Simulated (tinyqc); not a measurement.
Worked calculation: CIS and TDHF on RHF in the 3-21g basis, for H3+, spin multiplicity 1. Computed by tinyqc, a small Python program that keeps every step (integrals from PySCF). Settings: charge = 1, multiplicity = 1, basis = 3-21g, method = RHF, energy threshold = 1e-10, iteration cap = 84, orthogonalisation = symmetric, start = Wolfsberg-Helmholz matrix, DIIS depth = 6, TDHF = 1. Command: `OMP_NUM_THREADS=1 python tinyqc.py 29044 29045 out.jsonl` (the two numbers bound the seeds that draw the settings). One thread of a shared host (Intel(R) Xeon(R) Processor @ 2.60GHz), about 0.05 s of CPU time with the checks. The early iterations of the SCF are left out here.

## One-electron integrals

Geometry (angstrom):
```
atom         x         y          z
H     0.000000  0.000000   0.000000
H     0.000000  0.000000   0.893000
H     0.000000  0.791000  -0.415000
```

Basis 3-21g: exponents (1/bohr^2) and contraction coefficients of normalised primitives:
```
element  l (shell)  exponent  coefficient
H            s (1)  5.447178     0.156285
H            s (1)  0.824547     0.904691
H            s (2)  0.183192     1.000000
```

Overlap, kinetic and nuclear-attraction integrals over the contracted functions; the nuclear repulsion is the sum of Za Zb / Rab.

nuclear repulsion = 1.53118723 hartree

overlap S, lower triangle:
```
          1H 1s     1H 2s     2H 1s     2H 2s     3H 1s     3H 2s
1H 1s  1.000000
1H 2s  0.645899  1.000000
2H 1s  0.273450  0.419874  1.000000
2H 2s  0.419874  0.770403  0.645899  1.000000
3H 1s  0.273256  0.419771  0.026643  0.182998  1.000000
3H 2s  0.419771  0.770288  0.182998  0.465672  0.645899  1.000000
```

kinetic energy T (hartree), lower triangle:
```
          1H 1s     1H 2s      2H 1s     2H 2s     3H 1s     3H 2s
1H 1s  1.549405
1H 2s  0.293152  0.274788
2H 1s  0.051848  0.135698   1.549405
2H 2s  0.135698  0.174884   0.293152  0.274788
3H 1s  0.051648  0.135633  -0.044539  0.013171  1.549405
3H 2s  0.135633  0.174837   0.013171  0.062763  0.293152  0.274788
```

nuclear attraction V (hartree), lower triangle:
```
           1H 1s      1H 2s      2H 1s      2H 2s      3H 1s      3H 2s
1H 1s  -2.903805
1H 2s  -1.536016  -1.692000
2H 1s  -0.714697  -0.938581  -2.658634
2H 2s  -1.005463  -1.295796  -1.382983  -1.529087
3H 1s  -0.714102  -0.938283  -0.064002  -0.411613  -2.658468
3H 2s  -1.005192  -1.295588  -0.411644  -0.796106  -1.382886  -1.529011
```

core Hamiltonian H = T + V (hartree), lower triangle:
```
           1H 1s      1H 2s      2H 1s      2H 2s      3H 1s      3H 2s
1H 1s  -1.354401
1H 2s  -1.242865  -1.417212
2H 1s  -0.662849  -0.802884  -1.109230
2H 2s  -0.869765  -1.120912  -1.089831  -1.254299
3H 1s  -0.662455  -0.802650  -0.108540  -0.398442  -1.109063
3H 2s  -0.869559  -1.120751  -0.398472  -0.733343  -1.089734  -1.254223
```

## Two-electron integrals

Functions are numbered as in S; the eight-fold symmetry (ij|kl) = (ji|kl) = (kl|ij) leaves the list below.

Two-electron integrals (ij|kl) in chemists' order, unique and non-zero (hartree):
```
(11|11) 1.140145   (21|11) 0.611403   (21|21) 0.345152   (22|11) 0.626370
(22|21) 0.380329   (22|22) 0.482957   (31|11) 0.243241   (31|21) 0.139855
(31|22) 0.158037   (31|31) 0.077571   (32|11) 0.269167   (32|21) 0.164629
(32|22) 0.209506   (32|31) 0.098120   (32|32) 0.145209   (33|11) 0.579508
(33|21) 0.363383   (33|22) 0.482619   (33|31) 0.243241   (33|32) 0.388980
(33|33) 1.140145   (41|11) 0.388980   (41|21) 0.220665   (41|22) 0.245158
(41|31) 0.098120   (41|32) 0.118367   (41|33) 0.269167   (41|41) 0.145209
(42|11) 0.449404   (42|21) 0.275084   (42|22) 0.356510   (42|31) 0.130430
(42|32) 0.185152   (42|33) 0.449404   (42|41) 0.185152   (42|42) 0.286645
(43|11) 0.363383   (43|21) 0.226472   (43|22) 0.301118   (43|31) 0.139855
(43|32) 0.220665   (43|33) 0.611403   (43|41) 0.164629   (43|42) 0.275084
(43|43) 0.345152   (44|11) 0.482619   (44|21) 0.301118   (44|22) 0.410637
(44|31) 0.158037   (44|32) 0.245158   (44|33) 0.626370   (44|41) 0.209506
(44|42) 0.356510   (44|43) 0.380329   (44|44) 0.482957   (51|11) 0.243042
(51|21) 0.139744   (51|22) 0.157919   (51|31) 0.049117   (51|32) 0.057703
(51|33) 0.123411   (51|41) 0.085697   (51|42) 0.107600   (51|43) 0.078995
(51|44) 0.113048   (51|51) 0.077460   (52|11) 0.269053   (52|21) 0.164564
(52|22) 0.209436   (52|31) 0.057725   (52|32) 0.072775   (52|33) 0.158580
(52|41) 0.100781   (52|42) 0.141326   (52|43) 0.101923   (52|44) 0.150695
(52|51) 0.098022   (52|52) 0.145137   (53|11) 0.023040   (53|21) 0.013370
(53|22) 0.015276   (53|31) 0.006246   (53|32) 0.007689   (53|33) 0.017503
(53|41) 0.008976   (53|42) 0.011828   (53|43) 0.010727   (53|44) 0.013591
(53|51) 0.006242   (53|52) 0.007688   (53|53) 0.000724   (54|11) 0.122992
(54|21) 0.074635   (54|22) 0.093414   (54|31) 0.027661   (54|32) 0.034907
(54|33) 0.076413   (54|41) 0.046630   (54|42) 0.065151   (54|43) 0.048884
(54|44) 0.070706   (54|51) 0.043153   (54|52) 0.062120   (54|53) 0.003687
(54|54) 0.027386   (55|11) 0.579363   (55|21) 0.363303   (55|22) 0.482555
(55|31) 0.123484   (55|32) 0.158613   (55|33) 0.346141   (55|41) 0.220319
(55|42) 0.319606   (55|43) 0.223384   (55|44) 0.338009   (55|51) 0.243042
(55|52) 0.388879   (55|53) 0.017503   (55|54) 0.162770   (55|55) 1.140145
(61|11) 0.388879   (61|21) 0.220609   (61|22) 0.245097   (61|31) 0.085743
(61|32) 0.100794   (61|33) 0.220307   (61|41) 0.139250   (61|42) 0.173961
(61|43) 0.138429   (61|44) 0.188116   (61|51) 0.098022   (61|52) 0.118296
(61|53) 0.008974   (61|54) 0.053200   (61|55) 0.269053   (61|61) 0.145137
(62|11) 0.449319   (62|21) 0.275033   (62|22) 0.356448   (62|31) 0.107661
(62|32) 0.141347   (62|33) 0.319585   (62|41) 0.173973   (62|42) 0.253926
(62|43) 0.201889   (62|44) 0.285470   (62|51) 0.130318   (62|52) 0.185076
(62|53) 0.011827   (62|54) 0.081056   (62|55) 0.449319   (62|61) 0.185076
(62|62) 0.286559   (63|11) 0.123013   (63|21) 0.074646   (63|22) 0.093422
(63|31) 0.043185   (63|32) 0.062135   (63|33) 0.162770   (63|41) 0.053218
(63|42) 0.081070   (63|43) 0.093179   (63|44) 0.105131   (63|51) 0.027645
(63|52) 0.034900   (63|53) 0.003687   (63|54) 0.016842   (63|55) 0.076413
(63|61) 0.046625   (63|62) 0.065146   (63|63) 0.027386   (64|11) 0.270315
(64|21) 0.165551   (64|22) 0.214852   (64|31) 0.073540   (64|32) 0.101522
(64|33) 0.239520   (64|41) 0.109208   (64|42) 0.166013   (64|43) 0.148546
(64|44) 0.199258   (64|51) 0.073491   (64|52) 0.101499   (64|53) 0.007659
(64|54) 0.046324   (64|55) 0.239520   (64|61) 0.109183   (64|62) 0.165992
(64|63) 0.046324   (64|64) 0.104730   (65|11) 0.363303   (65|21) 0.226428
(65|22) 0.301082   (65|31) 0.079042   (65|32) 0.101945   (65|33) 0.223384
(65|41) 0.138440   (65|42) 0.201904   (65|43) 0.143937   (65|44) 0.216155
(65|51) 0.139744   (65|52) 0.220609   (65|53) 0.010727   (65|54) 0.093179
(65|55) 0.611403   (65|61) 0.164564   (65|62) 0.275033   (65|63) 0.048884
(65|64) 0.148546   (65|65) 0.345152   (66|11) 0.482555   (66|21) 0.301082
(66|22) 0.410601   (66|31) 0.113119   (66|32) 0.150728   (66|33) 0.338009
(66|41) 0.188142   (66|42) 0.285496   (66|43) 0.216155   (66|44) 0.318361
(66|51) 0.157919   (66|52) 0.245097   (66|53) 0.013591   (66|54) 0.105131
(66|55) 0.626370   (66|61) 0.209436   (66|62) 0.356448   (66|63) 0.070706
(66|64) 0.199258   (66|65) 0.380329   (66|66) 0.482957
```

## Orthogonalisation

S = U s U^T; symmetric (Loewdin) form X = U s^(-1/2) U^T, so that X^T S X = 1.

eigenvalues of S: 0.083260  0.241530  0.444344  0.672874  1.266154  3.291837

X, lower triangle:
```
           1H 1s      1H 2s      2H 1s     2H 2s      3H 1s     3H 2s
1H 1s   1.259423
1H 2s  -0.537416   2.411967
2H 1s  -0.064816  -0.013651   1.248907
2H 2s   0.053584  -0.844321  -0.473470  1.745299
3H 1s  -0.064698  -0.013682   0.032694  0.044290   1.248887
3H 2s   0.053541  -0.844020   0.044296  0.037899  -0.473472  1.745030
```

## Iteration 6 (converged): orbitals

converged F (hartree), lower triangle:
```
           1H 1s      1H 2s      2H 1s      2H 2s      3H 1s      3H 2s
1H 1s  -0.402332
1H 2s  -0.834529  -0.833350
2H 1s  -0.556816  -0.595026  -0.219020
2H 2s  -0.655424  -0.698284  -0.652940  -0.655141
3H 1s  -0.556594  -0.594869  -0.201823  -0.376127  -0.218929
3H 2s  -0.655297  -0.698206  -0.376169  -0.524535  -0.652844  -0.655076
```

Diagonalise F' = X^T F X, C = X C', fill 1 alpha and 1 beta electrons from the bottom; D = 2 C_occ C_occ^T. Each column has its largest component positive (the first on a tie).

F' = X^T F X (hartree), lower triangle:
```
           1          2          3          4          5          6
1   0.257164
2  -0.653792   0.029907
3  -0.321057  -0.148038   0.321198
4  -0.116541  -0.188951  -0.576715  -0.022683
5  -0.320828  -0.148042   0.033014  -0.054110   0.321152
6  -0.116553  -0.188917  -0.054112  -0.126770  -0.576693  -0.022715
```

orbital energies (hartree): MO1 -1.073359, MO2 -0.334521, MO3 -0.062007, MO4 0.610365, MO5 0.726753, MO6 1.016792

coefficients C:
```
            MO1        MO2        MO3        MO4        MO5        MO6
1H 1s  0.326520  -0.000066   0.217716  -0.799849  -0.000050  -1.046573
1H 2s  0.293571  -0.000118   1.904870   1.136953  -0.000063   1.588914
2H 1s  0.219461  -0.272381  -0.066140  -0.615894   0.893585   0.697718
2H 2s  0.151620  -0.689200  -1.204876   0.167006  -1.056096  -0.946811
3H 1s  0.219404   0.272445  -0.066076  -0.615238  -0.894604   0.696946
3H 2s  0.151617   0.689500  -1.204212   0.166191   1.056925  -0.945890
```

D after iteration 6, lower triangle:
```
          1H 1s     1H 2s     2H 1s     2H 2s     3H 1s     3H 2s
1H 1s  0.213230
1H 2s  0.191714  0.172368
2H 1s  0.143316  0.128855  0.096326
2H 2s  0.099014  0.089023  0.066549  0.045977
3H 1s  0.143279  0.128821  0.096301  0.066532  0.096276
3H 2s  0.099012  0.089021  0.066548  0.045976  0.066531  0.045976
```

## Convergence

Stop when the energy changes by less than 1e-10 hartree and every element of the error matrix X^T (F D S - S D F) X is below 3e-06.

Course of the cycle:
```
iteration  E (hartree)     change  largest element of the error matrix
1          -1.14032677          -                             1.93e-01
2          -1.21978602  -7.95e-02                             3.48e-02
3          -1.22222719  -2.44e-03                             6.51e-04
4          -1.22222799  -8.01e-07                             1.18e-04
5          -1.22222802  -2.79e-08                             6.96e-09
6          -1.22222802   8.88e-16                             2.96e-09
```

PySCF RHF in the same basis = -1.22222802 hartree

Converged in 6 iterations.

## Integrals over molecular orbitals

(pq|rs) = sum C_ip C_jq C_kr C_ls (ij|kl), one index at a time.

one-electron integrals over orbitals h = C^T H C (hartree), lower triangle:
```
           1          2          3          4          5          6
1  -1.680056
2   0.000046  -1.162882
3  -0.066089  -0.000021  -0.848117
4   0.117494  -0.000092   0.007500  -0.304012
5   0.000010   0.182898  -0.000031   0.000034  -0.150532
6   0.050264   0.000045   0.201869  -0.055081  -0.000018  -0.071117
```

Two-electron integrals over orbitals (pq|rs), unique and non-zero (hartree):
```
(11|11) 0.606696    (21|11) -0.000046   (21|21) 0.122170    (22|11) 0.475265
(22|21) 0.000046    (22|22) 0.468414    (31|11) 0.066089    (31|21) 0.000005
(31|22) -0.016320   (31|31) 0.073417    (32|11) 0.000013    (32|21) -0.070102
(32|22) -0.000030   (32|31) -0.000019   (32|32) 0.065366    (33|11) 0.429764
(33|21) -0.000038   (33|22) 0.376886    (33|31) 0.032520    (33|32) 0.000026
(33|33) 0.374032    (41|11) -0.117494   (41|21) 0.000043    (41|22) -0.074393
(41|31) -0.016315   (41|32) -0.000011   (41|33) -0.044096   (41|41) 0.071096
(42|11) 0.000067    (42|21) -0.034721   (42|22) 0.000024    (42|31) 3.22e-06
(42|32) 0.013796    (42|33) 0.000025    (42|41) -0.000049   (42|42) 0.033015
(43|11) -0.011908   (43|21) 0.000007    (43|22) -0.001462   (43|31) 0.006852
(43|32) -0.000009   (43|33) 0.000259    (43|41) 0.017052    (43|42) 0.000006
(43|43) 0.033746    (44|11) 0.492737    (44|21) -0.000103   (44|22) 0.404621
(44|31) 0.051356    (44|32) 0.000049    (44|33) 0.379868    (44|41) -0.071115
(44|42) 0.000066    (44|43) 0.006401    (44|44) 0.437728    (51|11) -0.000010
(51|21) -0.067073   (51|22) -0.000058   (51|31) 6.50e-07    (51|32) 0.029214
(51|33) 1.06e-06    (51|41) -0.000015   (51|42) 0.042060    (51|43) 4.57e-06
(51|44) 0.000035    (51|51) 0.061640    (52|11) -0.124986   (52|21) -0.000048
(52|22) -0.107194   (52|31) 0.004766    (52|32) 0.000019    (52|33) -0.048871
(52|41) 0.060149    (52|42) 2.69e-06    (52|43) -0.006838   (52|44) -0.086229
(52|51) 0.000077    (52|52) 0.091999    (53|11) 0.000016    (53|21) 0.004695
(53|22) 0.000009    (53|31) 0.000009    (53|32) 0.010787    (53|33) 0.000017
(53|41) 0.000005    (53|42) -0.015789   (53|43) -3.44e-06   (53|44) 0.000013
(53|51) -0.018465   (53|52) -0.000027   (53|53) 0.021239    (54|11) -0.000024
(54|21) 0.103318    (54|22) 0.000039    (54|31) 0.000016    (54|32) -0.058978
(54|33) -0.000023   (54|41) 0.000038    (54|42) -0.033133   (54|43) 0.000007
(54|44) -0.000080   (54|51) -0.061634   (54|52) -0.000047   (54|53) 0.006224
(54|54) 0.098423    (55|11) 0.469462    (55|21) 0.000165    (55|22) 0.458700
(55|31) -0.015803   (55|32) -0.000097   (55|33) 0.362430    (55|41) -0.086198
(55|42) -0.000019   (55|43) 0.002356    (55|44) 0.406396    (55|51) -0.000148
(55|52) -0.125154   (55|53) 0.000022    (55|54) 0.000157    (55|55) 0.476657
(61|11) -0.050264   (61|21) -0.000021   (61|22) 0.037102    (61|31) -0.063329
(61|32) 0.000026    (61|33) -0.025848   (61|41) 0.021173    (61|42) 0.000016
(61|43) 0.028624    (61|44) -0.026816   (61|51) 0.000008    (61|52) -0.031753
(61|53) -0.000007   (61|54) -0.000029   (61|55) 0.047170    (61|61) 0.101302
(62|11) -0.000033   (62|21) 0.077913    (62|22) 0.000005    (62|31) 0.000024
(62|32) -0.040566   (62|33) -0.000020   (62|41) 0.000037    (62|42) -0.037786
(62|43) -0.000011   (62|44) -0.000068   (62|51) -0.058866   (62|52) -0.000029
(62|53) 0.020018    (62|54) 0.071444    (62|55) 0.000092    (62|61) -0.000050
(62|62) 0.069781    (63|11) -0.132599   (63|21) 0.000029    (63|22) -0.073716
(63|31) -0.034848   (63|32) -4.45e-06   (63|33) -0.059626   (63|41) 0.058633
(63|42) -0.000037   (63|43) 0.011176    (63|44) -0.086956   (63|51) -0.000007
(63|52) 0.049949    (63|53) 2.44e-06    (63|54) 0.000019    (63|55) -0.074784
(63|61) 0.035566    (63|62) 0.000024    (63|63) 0.067130    (64|11) 0.038127
(64|21) 0.000059    (64|22) -0.043636   (64|31) 0.070303    (64|32) -0.000053
(64|33) 0.021138    (64|41) -0.007788   (64|42) -0.000029   (64|43) -0.007006
(64|44) 0.031444    (64|51) -0.000028   (64|52) 0.034450    (64|53) 0.000010
(64|54) 0.000070    (64|55) -0.057317   (64|61) -0.087388   (64|62) 0.000076
(64|63) -0.026726   (64|64) 0.096104    (65|11) 0.000013    (65|21) -0.107727
(65|22) -0.000059   (65|31) -0.000012   (65|32) 0.070535    (65|33) 0.000023
(65|41) -0.000029   (65|42) 0.045655    (65|43) 1.81e-06    (65|44) 0.000079
(65|51) 0.073653    (65|52) 0.000069    (65|53) -0.008567   (65|54) -0.102433
(65|55) -0.000192   (65|61) 0.000033    (65|62) -0.082674   (65|63) -0.000015
(65|64) -0.000072   (65|65) 0.121624    (66|11) 0.594605    (66|21) -0.000116
(66|22) 0.469969    (66|31) 0.068247    (66|32) 0.000058    (66|33) 0.428037
(66|41) -0.137414   (66|42) 0.000100    (66|43) -0.016870   (66|44) 0.493387
(66|51) 0.000033    (66|52) -0.132577   (66|53) 0.000011    (66|54) -0.000092
(66|55) 0.476467    (66|61) -0.059565   (66|62) -0.000087   (66|63) -0.147090
(66|64) 0.045231    (66|65) 0.000090    (66|66) 0.628684
```

## CIS matrix, singlets

A(ia,jb) = (e_a - e_i) d_ij d_ab + 2 (ia|jb) - (ij|ab).

CIS matrix A, singlet (hartree), lower triangle:
```
           1>2        1>3        1>4       1>5       1>6
1>2   0.507913
1>3  -0.000002   0.728423
1>4   0.000018  -0.020723   1.333180
1>5  -0.009161  -0.000014  -0.000005  1.453930
1>6  -0.000008   0.005941   0.004219  0.000003  1.698150
```

## CIS singlet states

dipole integrals <i|r|a> (bohr):
```
            x          y          z
1>2  0.000000   0.612840  -1.013241
1>3  0.000000  -0.627101  -0.379448
1>4  0.000000  -0.143504  -0.086748
1>5  0.000000  -0.005283   0.008684
1>6  0.000000   0.007805   0.004814
```

Diagonalise A (1 hartree = 27.211386 eV); each vector has its largest component positive (the first on a tie). The transition dipole is mu = sqrt2 sum c_ia <i|r|a>.

singlet excitation energies (eV): 13.818592  19.801054  36.295778  39.565854  46.211253

lowest vectors:
```
       state 1    state 2    state 3    state 4    state 5
1>2   0.999953  -0.000009   0.000022  -0.009683  -0.000007
1>3   0.000009   0.999394  -0.034315  -0.000019   0.005885
1>4  -0.000022   0.034247   0.999350  -0.000039   0.011221
1>5   0.009683   0.000020   0.000039   0.999953   0.000013
1>6   0.000007  -0.006267  -0.011013  -0.000013   0.999920
```

oscillator strengths 2/3 w |mu|^2: 0.949201  0.528890  0.036128  0.000907  0.000020

## TDHF (RPA) singlet states

B(ia,jb) = 2 (ia|jb) - (ib|ja); the squared energies are the eigenvalues of (A - B)(A + B); 1 hartree = 27.211386 eV.

TDHF matrix B, singlet (hartree), lower triangle:
```
           1>2        1>3        1>4       1>5       1>6
1>2   0.122170
1>3   0.000005   0.073417
1>4   0.000043  -0.016315   0.071096
1>5  -0.067073   0.000001  -0.000015  0.061640
1>6  -0.000021  -0.063329   0.021173  0.000008  0.101302
```

squared energies w^2 (hartree^2): 0.240815  0.521560  1.773200  2.103517  2.867730

TDHF energies from the positive w^2 (eV): 13.353408  19.651819  36.235105  39.466053  46.080781

## CIS matrix, triplets

A(ia,jb) = (e_a - e_i) d_ij d_ab - (ij|ab).

CIS matrix A, triplet (hartree), lower triangle:
```
           1>2        1>3        1>4        1>5       1>6
1>2   0.263573
1>3  -0.000013   0.581589
1>4  -0.000067   0.011908   1.190988
1>5   0.124986  -0.000016   0.000024   1.330650
1>6   0.000033   0.132599  -0.038127  -0.000013  1.495546
```

## CIS triplet states

Diagonalise A (1 hartree = 27.211386 eV); each vector has its largest component positive (the first on a tie).

triplet excitation energies (eV): 6.779155  15.300160  32.312941  36.601872  41.317047

lowest vectors:
```
       state 1    state 2    state 3    state 4    state 5
1>2   0.993389  -0.000042  -0.000081   0.114801   0.000022
1>3   0.000043   0.989531   0.042441  -0.000005   0.137939
1>4   0.000072  -0.027335   0.993598   0.000083  -0.109620
1>5  -0.114801   0.000025  -0.000083   0.993389  -0.000081
1>6  -0.000030  -0.141708   0.104702   0.000089   0.984356
```

## TDHF (RPA) triplet states

B(ia,jb) = - (ib|ja); the squared energies are the eigenvalues of (A - B)(A + B); 1 hartree = 27.211386 eV.

TDHF matrix B, triplet (hartree), lower triangle:
```
           1>2        1>3        1>4        1>5        1>6
1>2  -0.122170
1>3  -0.000005  -0.073417
1>4  -0.000043   0.016315  -0.071096
1>5   0.067073  -0.000001   0.000015  -0.061640
1>6   0.000021   0.063329  -0.021173  -0.000008  -0.101302
```

squared energies w^2 (hartree^2): 0.042236  0.304903  1.403472  1.801384  2.293181

TDHF energies from the positive w^2 (eV): 5.592342  15.025582  32.236841  36.521942  41.206885
